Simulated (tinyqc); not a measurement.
Capacitance of parallel on-chip lines from Laplace's equation on a mesh: one step of the calculation.

Cross-section of an endless row of equal lines between two grounded planes; neighbours are driven in antiphase (+1 V and -1 V), so the plane midway between two lines is at 0 V. By symmetry one quarter is solved: x runs from the centre of a line (column 0, mirror) to that midplane (column 5, 0 V), y from the mid-height of the line (row 0, mirror) to the ground plane (row 5, 0 V). The line fills columns 0 to 2 and rows 0 to 2 at 1 V. Cells beside the line (below row 2) have e2, cells above have e1. Each link between nodes has the conductance g = mean permittivity of the two cells beside it (a cell beyond a mirror counts as 0), and the free nodes obey sum g (V_neighbour - V) = 0.

Question. Link conductances. gx[j, i] joins node (row j, column i) to column i + 1, gy[j, i] to row j + 1.

Inputs (values chosen for the exercise):
- e1 = 3.9 (relative permittivity above and below the lines)
- e2 = 2 (relative permittivity between the lines)

Find: gx; gy.

Answer.

gx:
```
	col 0	col 1	col 2	col 3	col 4
row 0	1.000	1.000	1.000	1.000	1.000
row 1	2.000	2.000	2.000	2.000	2.000
row 2	2.950	2.950	2.950	2.950	2.950
row 3	3.900	3.900	3.900	3.900	3.900
row 4	3.900	3.900	3.900	3.900	3.900
row 5	1.950	1.950	1.950	1.950	1.950
```

gy:
```
	col 0	col 1	col 2	col 3	col 4	col 5
row 0	1.000	2.000	2.000	2.000	2.000	1.000
row 1	1.000	2.000	2.000	2.000	2.000	1.000
row 2	1.950	3.900	3.900	3.900	3.900	1.950
row 3	1.950	3.900	3.900	3.900	3.900	1.950
row 4	1.950	3.900	3.900	3.900	3.900	1.950
```

tinyqc, about 0.6 s, one thread, Intel Xeon 2.30GHz (shared host): `OMP_NUM_THREADS=1 python tinyqc.py 2790205 2790206 out.jsonl`
